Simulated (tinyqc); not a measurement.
Resistance of a source-drain extension with a graded tip: one step of the calculation.

y runs along the channel, the gate covers y > 0. The doping is N0 for y < y0 and N0 10^(-(y - y0)/la) beyond, uniform over the depth xj. Sheet conductance s(y) = q mu(N) max(N - Nch, 0) xj + (for y > 0) ma Cox Vo, with mu(N) = u0 + (u1 - u0)/(1 + (N/Nr)^au) and Cox = eps0 eox/tox. Current is taken as one-dimensional; depletion of the tip, spreading and the contact are left out. The metallurgical junction lies at yj, where N = Nch.

Problem. Sheet resistances and junction position. yj = y0 + la log10(N0/Nch); sheet resistance of the full extension 1/[q mu(N0)(N0 - Nch) xj] and of the gate-induced layer 1/(ma Cox Vo); metallurgical length Lg - 2 yj; ye is where the doped and the gate-induced conductances are equal.

Values chosen for this exercise; mobility law close to that of electrons in silicon: relative permittivity of the gate insulator (close to zirconium oxide) eox = 25.1; insulator thickness tox = 5.4 nm; active doping of the extension far from the gate N0 = 1.9e20 cm^-3; lateral abruptness la = 1.7 nm/decade; position under the gate where the fall begins (gate edge at 0) y0 = 1.7 nm; depth of the extension xj = 15 nm; channel doping Nch = 3.5e18 cm^-3; gate overdrive Vo = 0.32 V; mobility of the gate-induced layer ma = 200 cm^2/(V s); mobility at low doping u1 = 1414 cm^2/(V s); mobility at high doping u0 = 68.5 cm^2/(V s); reference doping Nr = 9.2e16 cm^-3; exponent au = 0.711; gate length Lg = 45 nm.

Constants: q = 1.602176634e-19 C, eps0 = 8.8541878128e-14 F/cm where lengths are in cm. Results are converted to the units shown.

Wanted: yj; sheet resistance of the extension; sheet resistance of the induced layer; metallurgical length; ye; N at ye.

Solution.

yj = 4.649 nm
sheet resistance of the extension = 299.9 ohm/square
sheet resistance of the induced layer = 3797 ohm/square
metallurgical length = 35.70 nm
ye = 3.631 nm
N at ye = 1.389e19 cm^-3

The gate takes over 1.02 nm before the junction, where N is still 3.97 times the channel doping.

tinyqc, about 0.03 s, one thread, Intel Xeon 2.30GHz (shared host): `OMP_NUM_THREADS=1 python tinyqc.py 2282058 2282059 out.jsonl`
